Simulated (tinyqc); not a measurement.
Comparisons within one model: three-level Kane dispersion of a narrow-gap semiconductor. A value that a table varies takes the place of the one given here.

Zero of energy at Gamma8, c = hbar^2/2m0, P^2 = Ep c. The free-electron term and remote bands are left out, so the heavy holes are flat at E = 0 and the other three bands obey E (E - Eg)(E + Dso) = P^2 k^2 (E + 2 Dso/3). The conduction band is the highest root; its edge is Ec = max(Eg, 0).

Degenerate electrons at T = 0: kF = (3 pi^2 n)^(1/3), 1 cm^-3 = 1e-24 angstrom^-3; EF is the highest root at kF. The momentum (cyclotron, optical) mass is m(E) = hbar^2 k/(dE/dk) = c d(k^2)/dE with d(k^2)/dE = k^2 [1/E + 1/(E - Eg) + 1/(E + Dso) - 1/(E + 2 Dso/3)]; the density of states is k d(k^2)/dE/(2 pi^2).

Edge mass m0* = Eg (Eg + Dso)/(Ep (Eg + 2 Dso/3)).
Constants: hbar^2/2m0 = 3.80998211 eV angstrom^2.

Inputs chosen for the exercise (near those of InAs; the results hold for these values, not for the real material): Eg = 0.431 eV (E(Gamma6) - E(Gamma8)); Dso = 0.39 eV (spin-orbit splitting); Ep = 20.8 eV (Kane energy); k = 0.032 1/angstrom (wave vector); n = 3.9e+17 cm^-3 (electron density).

## Filling the band

n from 1e15 to 1e19 cm^-3. The last column is the local power d ln(EF - Ec)/d ln n = kF^2/(1.5 (EF - Ec) d(k^2)/dE).

Results:
```
n (cm^-3)  kF (1/angstrom)  EF - Ec (meV)  parabolic (meV)   m(EF)  m(EF)/m0*  power
1.0e+15            0.00309            1.5              1.5  0.0248       1.01  0.665
1.0e+16            0.00667            6.8              6.9  0.0253       1.03  0.657
3.0e+16            0.00961           13.9             14.3  0.0260       1.06  0.648
1.0e+17            0.01436           30.0             31.9  0.0277       1.13  0.630
3.0e+17            0.02071           59.1             66.4  0.0307       1.25  0.601
1.0e+18            0.03094          118.9            148.1  0.0367       1.49  0.557
3.0e+18            0.04462          213.9            308.1  0.0462       1.88  0.512
1.0e+19            0.06665          384.9            687.5  0.0630       2.56  0.465
```

What does this show?

The power falls from 0.665 to 0.465: 2/3 marks a parabola, 1/3 a linear band. The parabola is within 10 % up to n = 1.0e+17 cm^-3. The mass has doubled by n = 1.0e+19 cm^-3 and ends at 2.6 times its edge value.

## Closing and inverting the gap

Eg is varied at fixed k, Dso and Ep. Edge mass: Eg (Eg + Dso)/(Ep (Eg + 2 Dso/3)) for Eg > 0, 3 |Eg|/(2 Ep) for Eg < 0. The Gamma6 weight of the conduction state is 1/(1 + P^2 k^2 [(2/3)/E^2 + (1/3)/(E + Dso)^2]).

Results:
```
Eg (eV)      m0*  highest root (eV)  middle (eV)  lowest (eV)  E - Ec (meV)  Gamma6 weight
-0.200   0.01442             0.1688      -0.2416      -0.5172         168.8          0.335
-0.100   0.00721             0.2069      -0.2091      -0.4877         206.9          0.427
-0.040   0.00288             0.2343      -0.1898      -0.4744         234.3          0.487
-0.010   0.00072             0.2493      -0.1805      -0.4688         249.3          0.516
0.010    0.00071             0.2598      -0.1745      -0.4653         249.8          0.536
0.040    0.00276             0.2764      -0.1658      -0.4606         236.4          0.565
0.100    0.00654             0.3120      -0.1495      -0.4525         212.0          0.621
0.200    0.01233             0.3782      -0.1262      -0.4421         178.2          0.702
```

What does this show?

The edge mass vanishes with |Eg| from both sides, yet the kinetic energy at this k stays finite, at most 249.8 meV in the table; at Eg = 0 the two-level form, without the split-off band, gives the linear value sqrt(2/3) P k = 232.6 meV. The Gamma6 weight of the conduction state goes smoothly from 0.34 to 0.70 and is 0.52 and 0.54 in the two rows next to Eg = 0: at finite k nothing jumps at the inversion.

## What each parameter does

Edge mass, EF - Ec and m(EF). Each row changes one parameter from the base and keeps the others.

Results:
```
case               m0* (m0)  EF - Ec (meV)  m(EF) (m0)
base                0.02462          69.13     0.03167
n = 7.8e+17 cm^-3   0.02462         103.36     0.03513
Eg = 0.4956 eV      0.02793          62.59     0.03426
Dso = 0.4485 eV     0.02496          68.30     0.03201
Ep = 23.92 eV       0.02141          78.22     0.02834
```

How do the results move?

The largest shifts from the base row, up to three for each result and ties (the steps differ in size, so this ranks the rows, not the parameters). m0* (m0): Eg +0.00331, Ep -0.00321, Dso +0.00035; unchanged at the printed digits by n. EF - Ec (meV): n +34.23, Ep +9.09, Eg -6.54. m(EF) (m0): n +0.00346, Ep -0.00333, Eg +0.00259.

Run: tinyqc, `OMP_NUM_THREADS=1 python tinyqc.py 1080654 1080655 out.jsonl`; Intel(R) Xeon(R) Processor @ 2.30GHz, one thread, shared host; about 0.01 s of CPU time with all checks.
